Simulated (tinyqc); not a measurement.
Gas flow in a process chamber: flow regimes, conductance, effective pumping speed, pump-down, outgassing and purge: one step, computed by the program tinyqc.

Ideal gas, isothermal flow, a pump of constant speed at the end of a round pipe; process gas, volume gas and outgassing are given the same properties. 1 sccm = 101325 Pa x 1e-6 m^3/60 s x T/273.15 K.

Problem. Molecular flow. Mean speed c = sqrt(8 k_B T/(pi m)); aperture conductance C_a = c pi d^2/16; molecular pipe C_m = C_a/(1 + 3 l/(4 d)) (Dushman form); viscous pipe C_v = pi d^4 p_mean/(128 eta l); Knudsen interpolation C = C_v + C_m (1 + x)/(1 + 1.24 x), x = d p_mean sqrt(m/(k_B T))/eta. Effective speed 1/S_eff = 1/S + 1/C_m; time constant V/S_eff; pressure at which the free path k_B T/(sqrt2 pi d_m^2 p) equals d.

Inputs (values chosen for the exercise, modelled on nitrogen near room temperature):
```
quantity,value,unit
molar mass M,28.01,g/mol
molecular diameter,0.37,nm
temperature T,350,K
chamber volume V,110,L
pipe diameter d,4,cm
pipe length l,17,cm
pump speed S,64,L/s
```

Constants: k_B = 1.380649e-23 J/K; u = 1.6605390666e-27 kg.

Give: mean speed c; C_a; C_m; S_eff in molecular flow; time constant; pressure where the free path equals d.

Solution.

mean speed c = 514.36 m/s

C_a = 161.59 L/s

C_m = 38.589 L/s

S_eff in molecular flow = 24.074 L/s

time constant = 4.5693 s

pressure where the free path equals d = 0.19862 Pa

The pipe passes on 38 % of the pump speed.
